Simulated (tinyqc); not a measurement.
Inside a calculation. Model: bandgap voltage reference from two bipolar transistors.

Numbers from tinyqc (`OMP_NUM_THREADS=1 python tinyqc.py 2062031 2062032 out.jsonl`; about 0.02 s on one thread of a shared Intel Xeon 2.30GHz). Printed values are rounded.

Two transistors of area 1 and N carry the same current I. Is(T) = Is (T/T0)^eta exp[(Vg0 q/kB)(1/T0 - 1/T)], VBE1 = Vt ln(I/Is(T)) + I rb, VBE2 = Vt ln(I/(N Is(T))) + I rb/N. The amplifier forces I R1(T) = VBE1 - VBE2 + Vos, with R(T) = R (1 + tc (T - T0)) for both resistors, and the output is Vref = VBE1 + I R2(T). Base currents and the Early effect are neglected.

Values chosen for this exercise; values of the order met in silicon bipolar transistors:
- T0 = 323 K (reference temperature)
- Vg0 = 1.208 V (band-gap voltage extrapolated to 0 K)
- eta = 3.8 (temperature exponent of the saturation current)
- Is = 4.1e-18 A (saturation current of the unit transistor at T0)
- N = 4 (area ratio of the second transistor)
- R1 = 22 kohm (resistor across which the difference of VBE falls, at T0)
- tc = 0 ppm/K (temperature coefficient of both resistors)
- Vos = 1.1 mV (offset of the amplifier)
- rb = 88 ohm (series resistance of the unit transistor)
- R2 = 325.5 kohm (output resistor at T0)
- T = 358 K (temperature)

Constants: q = 1.602176634e-19 C, kB = 1.380649e-23 J/K. Results are converted to the units shown.

## Operating point at the reference temperature

Vt = kB T/q; I = (Vt ln N + Vos)/(R1(T) - rb (1 - 1/N)). Evaluate at T = T0.

Vt = 0.0278340 V
I = 1.80934 uA
Is(T) = 4.1e-18 A
VBE1 = 0.746472 V
I R2 = 0.588941 V
Vref = 1.33541 V

## Operating point at another temperature

Vt = kB T/q; I = (Vt ln N + Vos)/(R1(T) - rb (1 - 1/N)).

Vt = 0.0308501 V
I = 1.99997 uA
Is(T) = 4.21984e-16 A
VBE1 = 0.687490 V
I R2 = 0.650989 V
Vref = 1.33848 V

From T0 to T, VBE1 changes by -59.0 mV and I R2 by 62.0 mV, which leaves 3.07 mV in Vref.

## Resistor for zero slope at T0, ideal case

With tc = 0, Vos = 0 and rb = 0 the current is proportional to T, dVBE/dT = (VBE - Vg0 - (eta - 1) Vt)/T, and Vref has zero slope at T0 when Vref = Vg0 + (eta - 1) Vt0. Find VBE1, its slope, that Vref, R2/R1 and the curvature d2Vref/dT2 = -(eta - 1) kB/(q T0).

VBE1 = 0.745447 V
dVBE/dT = -1.67334 mV/K
Vref = 1.28594 V
R2/R1 = 14.0073
curvature = -0.747013 uV/K^2
